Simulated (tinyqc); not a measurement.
# Longitudinal sound in a periodic multilayer: transfer matrices, stop bands and folded phonons, step by step

A worked calculation. Computed by tinyqc, a small Python program that keeps every step. Command: `OMP_NUM_THREADS=1 python tinyqc.py 3017206 3017207 out.jsonl multilayer walk`. One thread of a shared host (Intel(R) Xeon(R) Processor @ 2.30GHz), about 0.01 s of CPU time with the checks. Intermediate numbers are printed to about 5 digits and carried at full precision; extremes and crossings named in words are read from the listed rows.

Layers 1 and 2 repeat with period d = d_1 + d_2; waves travel normal to the layers, without loss. State vector (u, s): displacement u and stress divided by omega. Impedances Z = rho v are in 1e6 kg/(m^2 s).

Inputs (values chosen for the exercise, modelled on gallium arsenide (layer 1), aluminium arsenide (layer 2) and gallium arsenide (substrate)):
```
quantity,value,unit
density rho_1,5.29,g/cm^3
velocity v_1,4820,m/s
thickness d_1,29.2,nm
density rho_2,3.73,g/cm^3
velocity v_2,5600,m/s
thickness d_2,34.8,nm
substrate density,5.27,g/cm^3
substrate velocity,4670,m/s
periods N,12,-
frequency f,29,GHz
optical wave vector q d/pi,0.079,-
```

## Impedances, mean velocity and Bragg frequency

Z = rho v; interface reflection r = (Z_2 - Z_1)/(Z_2 + Z_1) (stress amplitude, from 1 into 2); Bragg frequency f_B = 1/[2 (d_1/v_1 + d_2/v_2)]; long-wave velocity v_eff = d/sqrt[(d_1/v_1)^2 + (d_2/v_2)^2 + (Z_1/Z_2 + Z_2/Z_1)(d_1/v_1)(d_2/v_2)].

Z_1 = 25.4978

Z_2 = 20.888

Z of the substrate = 24.6109

interface reflection r = -0.099380

Bragg frequency f_B = 40.742 GHz

long-wave velocity v_eff = 5189.2 m/s

## Transfer matrix of one period

A layer maps (u, s) by [[cos p, sin p/Z], [-Z sin p, cos p]], p = 2 pi f d_i/v_i; one period is M = M_2 M_1, and cos(q d) = trace(M)/2.

phase p_1 = 1.1039 rad

phase p_2 = 1.1323 rad

M:
```
,1,2
1,-0.79578,0.034381
2,-18.180,-0.47119
```

trace(M)/2 = -0.63349

|trace/2| < 1: f lies in a pass band, with q d = 2.2569 rad (folded into 0 to pi).

## Transmission through N periods

For N periods A = M^N. A wave comes from a thick layer of material 1 and leaves into the substrate (Z_s): transmitted power T = 4 Z_1 Z_s/|Z_1 A_22 + Z_s A_11 - i (Z_1 Z_s A_12 - A_21)|^2, reflected power R = 1 - T.

A = M^N:
```
,1,2
1,-0.56457,0.041286
2,-21.831,-0.17479
```

transmitted power T = 0.95959

T in decibel = -0.17912 dB

## The first stop band

Gap m contains m f_B; its edges, where trace(M)/2 = (-1)^m, are found by root search. Weak-contrast estimate of the width: (4 f_B/pi) |r sin(m pi a)|, a = (d_1/v_1)/(d_1/v_1 + d_2/v_2).

lower edge = 38.160 GHz

upper edge = 43.323 GHz

width/f_B = 12.672 %

transmitted power at f_B = 0.034027

## The first four gaps

The formulas are those given above.

Stop bands (GHz):
```
m,lower edge,upper edge,width,weak-contrast estimate
1,38.16,43.32,5.1627,5.1542
2,81.38,81.59,0.2061,0.2061
3,119.65,124.80,5.1544,5.1460
4,162.76,163.17,0.4118,0.4118
```

With a = 0.494, gap 1 is the widest and gap 2 the narrowest: the layers are near a quarter wave each at f_B, so the even gaps almost close. The weak-contrast estimate misses the first width by -0.2 % at |r| = 0.10. Odd gaps open at the edge of the folded zone (q = pi/d), even ones at its centre.

## Mirror strength against the number of periods

The formulas are those given above.

Transmitted power:
```
N,T at f_B,T at f_B (dB),T at f
1,0.96771,-0.14257,0.97331
2,0.86778,-0.61592,0.95137
3,0.72649,-1.3877,0.98556
4,0.57411,-2.4100,0.99467
6,0.31607,-5.0022,0.96252
8,0.15694,-8.0427,0.97774
12,0.034027,-14.682,0.95959
16,0.0069996,-21.549,0.95075
24,2.8914e-04,-35.389,0.97251
```

At f_B each further period removes 1.73 dB at large N, which is 20 log10 of the impedance ratio, 1.73 dB, as for a quarter-wave stack; 99 % reflection needs N = 16 among these rows. At f, in a pass band, T does not decay with N.

## Folded doublet seen in light scattering

Light transfers the wave vector q. Solve trace(M)/2 = cos(q d) on the first branch (Brillouin line) and on the two branches around 2 f_B (first folded doublet); 1/cm = 29.9792458 GHz.

Brillouin line = 3.2026 GHz

lower folded mode = 78.280 GHz

upper folded mode = 84.688 GHz

centre of the doublet = 2.7180 1/cm

splitting / twice the Brillouin frequency = 1.0005

The doublet is split by about twice the Brillouin frequency, as for a folded straight line; its centre measures the period.

Checks made by the program: trace against Rytov's formula cos p_1 cos p_2 - (1/2)(Z_1/Z_2 + Z_2/Z_1) sin p_1 sin p_2 (relative difference below 1e-10).
